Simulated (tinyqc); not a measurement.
Charge neutrality of a doped semiconductor with incomplete ionisation: one step, computed by the program tinyqc. Command: `OMP_NUM_THREADS=1 python tinyqc.py 3009734 3009735 out.jsonl dopant walk`. One thread of a shared host (Intel(R) Xeon(R) Processor @ 2.30GHz), about 0.05 s of CPU time with the checks.

Energies are counted from the top of the valence band; E_D is measured down from the conduction band and E_A up from the valence band.

Problem. Densities at the solution. n = N_c F_1/2((E_F - E_g)/k_B T), p = N_v F_1/2(-E_F/k_B T). F_1/2(eta) = (2/sqrt(pi)) int_0^infinity sqrt(x)/(1 + exp(x - eta)) dx, by the trapezoid rule in t = sqrt(x) with step 0.02 up to t = 12 (for eta < -12 by exp(eta) - exp(2 eta)/2^(3/2)). N_D+ = N_D/(1 + g_D exp((E_F - E_g + E_D)/k_B T)).

Inputs (values chosen for the exercise, modelled on InAs):

| quantity | value | unit |
|---|---|---|
| donor density N_D | 5.8e+12 | cm^-3 |
| donor depth E_D | 0.00156 | eV |
| donor degeneracy g_D | 2 | - |
| temperature T | 40 | K |

Doping: n-type. Statistics of the bands: Fermi-Dirac.

Fermi level E_F (last iterate) = 0.3824357 eV

gap E_g = 0.4057688 eV

N_c = 5.033613e+15 cm^-3

N_v = 3.114004e+17 cm^-3

k_B T = 0.003446933 eV

Give: majority density n; minority density p; ionised share of the donors; distance of E_F from the majority band edge.

Solution.

majority density n = 5.779e+12 cm^-3

minority density p = 2.035e-31 cm^-3

ionised share of the donors = 0.9964

distance of E_F from the majority band edge = 0.02333 eV
